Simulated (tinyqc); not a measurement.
Front-illuminated p-i-n photodiode, quantum efficiency and bandwidth: two steps of the calculation.

Light enters through a p layer (0 to xp), a depleted layer (xp to xp + wi) and a thick n substrate, decaying as exp(-al x); one pass, no back reflection. Carriers made in the depleted layer are all collected; those in the neutral layers diffuse.

Parameters, values chosen for the exercise; values close to those of In0.53Ga0.47As at this wavelength:
- lam = 1310 nm (wavelength)
- al = 11700 1/cm (absorption coefficient)
- Rf = 0.3 (reflectance of the front face)
- eps_r = 14.3 (relative permittivity)
- xp = 0.17 um (thickness of the front p layer)
- wi = 2.5 um (thickness of the depleted layer)
- Dn = 85 cm^2/s (electron diffusion coefficient in the p layer)
- Ln = 0.44 um (electron diffusion length in the p layer)
- S = 4000 cm/s (recombination velocity of the front surface)
- Lp = 2 um (hole diffusion length in the thick n substrate)
- ve = 7.05e6 cm/s (electron drift velocity)
- vh = 4.74e6 cm/s (hole drift velocity)
- dia = 310 um (diameter)
- RL = 50 ohm (load resistance)
- Cp = 10 fF (parasitic capacitance)
- f = 9.4 GHz (modulation frequency)

Constants: q = 1.602176634e-19 C, h = 6.62607015e-34 J s, c = 299792458 m/s, eps0 = 8.8541878128e-14 F/cm where lengths are in cm. Results are converted to the units shown.

Question 1. Quantum efficiency. k = al Ln, s = S Ln/Dn, e = exp(-al xp); front layer f1 = (k/(k^2 - 1)) {[s + k - e (s cosh(xp/Ln) + sinh(xp/Ln))]/[s sinh(xp/Ln) + cosh(xp/Ln)] - k e}; depleted layer f2 = e (1 - exp(-al wi)); substrate f3 = e exp(-al wi) al Lp/(1 + al Lp); external efficiency (1 - Rf)(f1 + f2 + f3); responsivity = efficiency q lam/(h c).

Find: s; f1; f2; f3; external efficiency; responsivity.

Answer 1.

s = 0.002071
f1 = 0.1716
f2 = 0.7756
f3 = 0.03082
external efficiency = 0.6847
responsivity = 0.7234 A/W

The front layer absorbs 18.0 % of the light that enters and collects 95.2 % of that. Diffusion from the neutral layers makes up 20.7 % of the current.

Question 2. Response at one frequency. Drift response for pairs made in the depleted layer, a = al wi, g = 1 - exp(-a), u = 2 pi i f, te = wi/ve, th = wi/vh: electrons He = [g - a (exp(-a) - exp(-u te))/(u te - a)]/(u te g), holes Hh = [g - a (1 - exp(-a - u th))/(a + u th)]/(u th g); C = eps0 eps_r pi (dia/2)^2/wi + Cp; total |He + Hh|/sqrt(1 + (2 pi f RL C)^2), for the current of the depleted layer alone.

Wanted: te; th; He; Hh; |He + Hh|; C; total response.

Answer 2.

te = 35.461 ps
th = 52.743 ps
He = 0.42108-0.45531i
Hh = 0.17813-0.15330i
|He + Hh| = 0.85408
C = 3832.6 fF
total response = 0.075169

The drift response alone falls to 1/sqrt(2) at 13.9 GHz and the RC term alone at 0.831 GHz; together they give 0.829 GHz.

tinyqc, about 0.01 s, one thread, Intel Xeon 2.30GHz (shared host): `OMP_NUM_THREADS=1 python tinyqc.py 2250037 2250038 out.jsonl`
